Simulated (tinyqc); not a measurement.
From results back to parameters: propagation of a band-gap error through k.p and effective-mass formulas. Four cases, with inputs chosen for the exercise.

Problem. A calculation returned the electron mass below. With 1/me = 1 + Ep (E + 2 Dso/3)/(E (E + Dso)) and the given Ep and Dso, which gap E did it have, and by what factor is exp(-E/2kT) off against the gap Eg?

Constants: kB = 8.617333262e-05 eV/K.

Case 1.

Values chosen (reference values near those of GaAs, gap at low temperature; shifted at random, so the results belong to these values and not to a real crystal): Eg = 1.547 eV (gap at Gamma to the s-like level); Dso = 0.344 eV (spin-orbit splitting); Ep = 25.7 eV (Kane energy); T = 300 K (temperature).

me = 0.1211118 m0

Case 2.

Values chosen (reference values near those of InSb, gap at low temperature; shifted at random, so the results belong to these values and not to a real crystal): Eg = 0.234 eV (gap at Gamma to the s-like level); Dso = 0.797 eV (spin-orbit splitting); Ep = 23 eV (Kane energy); T = 300 K (temperature).

me = 0.0111770 m0

Case 3.

Values chosen (reference values near those of InP, gap at low temperature; shifted at random, so the results belong to these values and not to a real crystal): Eg = 1.43 eV (gap at Gamma to the s-like level); Dso = 0.107 eV (spin-orbit splitting); Ep = 21 eV (Kane energy); T = 400 K (temperature).

me = 0.0734274 m0

Case 4.

Values chosen (reference values near those of GaAs, gap at low temperature; shifted at random, so the results belong to these values and not to a real crystal): Eg = 1.498 eV (gap at Gamma to the s-like level); Dso = 0.348 eV (spin-orbit splitting); Ep = 25.3 eV (Kane energy); T = 300 K (temperature).

me = 0.0209484 m0

Find: X = 1/me - 1; E; log10 of the factor.
Solution. X E^2 + (X Dso - Ep) E - (2/3) Ep Dso = 0 has one positive root; the factor is exp((Eg - E)/2kT).

Case 1.

X = 1/me - 1 = 7.257
E = 3.434 eV
log10 of the factor = -15.85

Case 2.

X = 1/me - 1 = 88.469
E = 0.190 eV
log10 of the factor = 0.37

Case 3.

X = 1/me - 1 = 12.619
E = 1.630 eV
log10 of the factor = -1.26

Case 4.

X = 1/me - 1 = 46.736
E = 0.464 eV
log10 of the factor = 8.69

Computed by tinyqc, one run a case: `OMP_NUM_THREADS=1 python tinyqc.py N N+1 out.jsonl` with N = 1880905, 1880907, 1880937, 1880959; one thread of a shared Intel(R) Xeon(R) Processor @ 2.30GHz, about 0.01 s a run at most.
